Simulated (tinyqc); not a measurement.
From results back to parameters: heterojunction of two tight-binding chains. Two cases, with inputs chosen for the exercise.

Problem. A state bound at the interface below both bands solves E - 2 t1 - U + t1 z1 + (tc^2/t2) z2 = 0, with z the root of z + 1/z = 2 - (E - bottom)/t that has |z| < 1. Its energy was computed for a hidden U.

Left chain: hopping -t1, sites at 2 t1 (band bottom 0). Right chain: hopping -t2, sites at dE + 2 t2 (bottom dE). t = c/(m a^2), c = hbar^2/2m0. The bond across the interface is -tc with tc = f sqrt(t1 t2), and the last left site has the extra energy U. In a chain E = bottom + 2t (1 - cos(ka)); the surface Green function of a half chain is g = -exp(ika)/t, with Im k > 0 where cos(ka) > 1.

Constants: hbar^2/2m0 = 3.80998211 eV angstrom^2.

Case 1.

Values chosen (masses and offset of the size met at Si / SiGe; the results hold for these values, not for the real material): a = 5.65 angstrom (site spacing); m1 = 0.197 m0 (mass on the left); m2 = 0.207 m0 (mass on the right); dE = 0.14 eV (band offset); f = 1 (factor on the interface hopping).

E = -0.435574 eV

Case 2.

Values chosen (masses and offset of the size met at GaN / AlGaN; the results hold for these values, not for the real material): a = 2.8 angstrom (site spacing); m1 = 0.217 m0 (mass on the left); m2 = 0.248 m0 (mass on the right); dE = 0.46 eV (band offset); f = 1 (factor on the interface hopping).

E = -0.069242 eV

Find: z1, z2; U.

Solution. Form the hoppings, solve the two quadratics for z, and read U from the equation, which is linear in it.

Case 1.

z1, z2: 0.4385  0.3823

U = -1.15 eV

Case 2.

z1, z2: 0.8389  0.5981

U = -1.33 eV

Computed by tinyqc, one run a case: `OMP_NUM_THREADS=1 python tinyqc.py N N+1 out.jsonl` with N = 1450372, 1450545; one thread of a shared Intel(R) Xeon(R) Processor @ 2.30GHz, about 0.01 s a run at most.
